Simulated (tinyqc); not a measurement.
Comparisons within one model: special k points of the bcc lattice. A value that a table varies takes the place of the one given here.

Lattice vectors in units of a: a1 = (-1/2, 1/2, 1/2), a2 = (1/2, -1/2, 1/2), a3 = (1/2, 1/2, -1/2); reciprocal vectors b_i with a_i . b_j = 2 pi delta_ij. Mesh: k = sum_i f_i b_i with f_i = (2 j_i + shift)/(2 N), j_i = 0 .. N-1. The point group of the lattice has 48 operations; only those that map the mesh onto itself are used.

A_m(k) = sum over the m-th star of lattice vectors R of cos(k . R), stars in order of length: m = 1: |R|^2 = 0.75, 8 vectors, such as (1, 1, 1) in the basis a_i; m = 2: |R|^2 = 1, 6 vectors, such as (1, 1, 0) in the basis a_i; m = 3: |R|^2 = 2, 12 vectors, such as (2, 1, 1) in the basis a_i; m = 4: |R|^2 = 2.75, 24 vectors, such as (2, 2, 1) in the basis a_i; m = 5: |R|^2 = 3, 8 vectors, such as (2, 2, 2) in the basis a_i; m = 6: |R|^2 = 4, 6 vectors, such as (2, 2, 0) in the basis a_i. The zone mean of every A_m is zero.

Test function, the lower band of a two-band insulator: E(k) = -sqrt(D^2 + (e0 - t A_1(k))^2).

Parameters, chosen for this exercise (the lattice of W; the results hold for these values, not for the real material): D = 1.87 eV (half gap term); t = 0.62 eV (coupling); e0 = 1.68 eV (offset); N = 5 (points along each reciprocal vector); shift = 0 (half steps).

## Mesh size and shift

Errors of the mean of E against the unshifted mesh with N = 24. The fifth column is |R|^2 of the shortest star with a non-zero mean.

Meshes:
```
mesh       points  irreducible  operations  |R|^2 missed  error (meV)
1 Gamma         1            1          48          0.75     -882.074
1 shifted       1            1          48          0.75    -4004.752
2 Gamma         8            3          48          3.00     -326.061
2 shifted       8            2          48          3.00      379.723
3 Gamma        27            4          48          6.75        8.047
3 shifted      27            4          48          6.75        8.073
4 Gamma        64            8          48         12.00       -2.363
4 shifted      64            6          48         12.00       -5.190
5 Gamma       125           10          48         18.75        0.407
5 shifted     125           10          48         18.75        1.615
6 Gamma       216           16          48           >24       -0.054
6 shifted     216           14          48           >24       -0.264
```

reference mean = -2.89354 eV

The shifted mesh has the smaller error for 0 of 6 values of N and the larger for 6. The cheapest mesh within 1 meV is 5 Gamma, with 10 irreducible points. A mesh misses the lattice vectors N (n1 a1 + n2 a2 + ...); the half shift gives each the sign (-1)^(n1 + n2 + ...), so the 8 shortest ones add up to -8 in place of 8: their term only changes sign. The shift keeps the full symmetry; it leaves fewer irreducible points for N = 2, 4 and 6.

## Gap and mesh density

D takes the values listed; errors against the unshifted mesh with N = 30, for unshifted meshes.

Errors (meV):
```
D (eV)  reference (eV)     N = 2    N = 4   N = 6  N = 8
0.2            -2.0521  -457.939  -43.107   9.738  5.219
0.4            -2.0987  -441.084  -33.574   6.000  3.026
0.8            -2.2504  -403.230  -18.143   1.674  0.893
1.5            -2.6427  -348.157   -5.123   0.029  0.076
2.5            -3.3655  -295.932   -0.384  -0.040  0.000
4.0            -4.6252  -244.245    0.336  -0.005  0.000
```

The first listed N from which the error stays below 0.5 meV is none for D = 0.2, none for D = 0.4, none for D = 0.8, 6 for D = 1.5, 4 for D = 2.5, 4 for D = 4 eV. A larger D makes the function smoother, so its Fourier coefficients fall faster with |R|; single entries change sign along a column, so a small error on one coarse mesh can be a cancellation.

## One point for the whole zone

The mean-value (Baldereschi) point is taken at k = (2 pi/a) (0.1667, 0.1667, 0.5), that is f = (0.25, 0.25, -0.0833); the reference is the mesh with N = 24.

Single points:
```
point                    A_1     A_2     A_3     A_4   E (eV)
Gamma                  8.000   6.000  12.000  24.000  -3.7756
mean-value point       0.000   0.000  -3.000   0.000  -2.5138
zone-face centre b1/2  0.000  -2.000  -4.000   0.000  -2.5138
```

reference mean = -2.8935 eV

The mean-value point makes A_1, A_2 and A_4 vanish. Its error is +380 meV, against -882 meV at Gamma and +380 meV at b1/2. E is not linear in A_1; its powers hold sums of nearest vectors and a non-zero mean, so this point is not exact. A_1 has the same value at b1/2, and E depends on A_1 alone, so this test cannot tell the two points apart.

## What moves the zone average

Mean of E over the mesh, and its error against the unshifted mesh with N = 24. Each row changes one parameter from the base and keeps the others.

Results:
```
case          mean (eV)  error (meV)  irreducible points
base            -2.8931         0.41                  10
N = 6           -2.8936        -0.05                  16
shift = 1       -2.8919         1.62                  10
D = 1.309 eV    -2.5223         1.14                  10
t = 0.806 eV    -3.1290         3.15                  10
```

The largest shifts from the base row, up to three for each result and ties (the steps differ in size, so this ranks the rows, not the parameters). mean (eV): D +0.3709, t -0.2358, shift +0.0012. error (meV): t +2.74, shift +1.21, D +0.74. irreducible points: N +6; unchanged at the printed digits by shift, D and t.

Computed by tinyqc, a small Python program: `OMP_NUM_THREADS=1 python tinyqc.py 1650154 1650155 out.jsonl` (the numbers bound the seed that draws the inputs); one thread of a shared host (Intel(R) Xeon(R) Processor @ 2.30GHz), about 0.2 s for the whole set of steps.
